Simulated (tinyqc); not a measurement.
# Domain walls in a thin film with perpendicular anisotropy: Bloch, Neel and chiral walls, motion and stripe domains, step by step

A worked calculation. Computed by tinyqc, a small Python program that keeps every step. Command: `OMP_NUM_THREADS=1 python tinyqc.py 3003569 3003570 out.jsonl mwall walk`. One thread of a shared host (Intel(R) Xeon(R) Processor @ 2.30GHz), about 0.01 s of CPU time with the checks. Intermediate numbers are printed to about 7 digits and carried at full precision; extremes and crossings named in words are read from the listed rows.

One-dimensional wall: polar angle theta(x), azimuth phi of the moment in the wall (phi = 0 Neel, 90 degrees Bloch). mu_0 = 1.25663706212e-6 T m/A, gamma = 1.76085963023e11 rad/(s T).

Inputs (values chosen for the exercise, for a model film):
```
quantity                      value    unit
saturation magnetisation M_s    975    kA/m
exchange stiffness A             25    pJ/m
uniaxial anisotropy K_u         716  kJ/m^3
DMI constant D                 0.16  mJ/m^2
thickness t                    0.81      nm
damping alpha                  0.13       -
field mu_0 H_z                 0.43      mT
```

Drive: magnetic field.

## Width and energy of the Bloch wall

K_eff = K_u - mu_0 M_s^2/2; Delta = sqrt(A/K_eff); sigma_0 = 4 sqrt(A K_eff); profile theta = 2 arctan exp(x/Delta); quality factor Q = 2 K_u/(mu_0 M_s^2).

K_eff = 118.7047 kJ/m^3

width parameter Delta = 14.51229 nm

sigma_0 = 6.890710 mJ/m^2

quality factor Q = 1.198737

## Bloch or Neel

sigma(phi) = sigma_0 + 2 Delta K_D cos^2(phi) - pi D cos(phi), with the wall shape anisotropy K_D = N_x mu_0 M_s^2/2, N_x = t ln 2/(pi Delta). The minimum has cos(phi) = D/D_N for D < D_N = 4 Delta K_D/pi and phi = 0 beyond; sigma turns negative at D_c = (sigma_0 + 2 Delta K_D)/pi.

K_D = 7.355525 kJ/m^3

D_N = 0.1359126 mJ/m^2

azimuth phi = 0 degrees

wall energy sigma = 6.601546 mJ/m^2

D_c = 2.261337 mJ/m^2

A pure chiral Neel wall. D is 0.07 of D_c.

## Walker breakdown

Field drive: steady motion v = gamma Delta B/alpha needs B = (alpha/2) [2 B_D sin(phi) - B_K sin(2 phi)] in size, B_K = 2 K_D/M_s, B_D = pi D/(2 M_s Delta), with phi moving from its rest value; the Walker field B_W is the largest value of |B_D sin(phi) - (B_K/2) sin(2 phi)| times alpha, reached at cos(phi) = [d - sqrt(d^2 + 8)]/4, d = B_D/B_K. Far above B_W/alpha, v = gamma Delta B alpha/(1 + alpha^2); this is used for all B above B_W.

B_K = 15.08826 mT

B_D = 17.76230 mT

Walker field B_W = 2.851896 mT

velocity at B_W = 56.05975 m/s

velocity at B = 8.452514 m/s

B is below B_W: steady motion. Without D, B_W would be alpha B_K/2 = 0.981 mT, so D raises it 2.9 times.

## Stripe domains

Dipolar length l = sigma/(mu_0 M_s^2); for t much smaller than the period the domain width is w = 0.955 t exp(pi l/t) (Kaplan and Gehring), given as log10 of w in nm.

dipolar length l = 5.526199 nm

log10 of the domain width in nm = 9.196903

Domains would exceed a millimetre: any device is a single domain in equilibrium.

## Raising D

The formulas are those given above.

Wall against D; the last column is the Kaplan-Gehring width, log10[0.955 t exp(pi sigma/(mu_0 M_s^2 t))/nm], with a dash where it falls below 10 Delta and the formula fails:
```
D (mJ/m^2)  phi (degrees)  sigma (mJ/m^2)  sigma/sigma_0  log10 domain width
0.027            78.54156        6.882284      0.9987773            9.592754
0.068            59.97873        6.837268      0.9922444            9.529280
0.110            35.96817        6.750865      0.9797054            9.407448
0.450             0.00000        5.690484      0.8258197            7.912273
0.900             0.00000        4.276767      0.6206570            5.918882
1.400             0.00000        2.705971      0.3926984            3.704004
1.800             0.00000        1.449334      0.2103316                   -
2.000             0.00000        0.821015      0.1191482                   -
```

D_N is 6 % of D_c, so a small D fixes the chirality long before it lowers the energy much. Beyond D_N sigma falls by pi per unit of D, and the domain width, which has sigma in an exponent, drops by 5.9 decades over the valid rows (values above 6 mean a single domain in any device).

Checks made by the program: sigma_0 against the integral over the profile (relative difference below 1e-10); B_W against a scan of phi (relative difference below 1e-10).
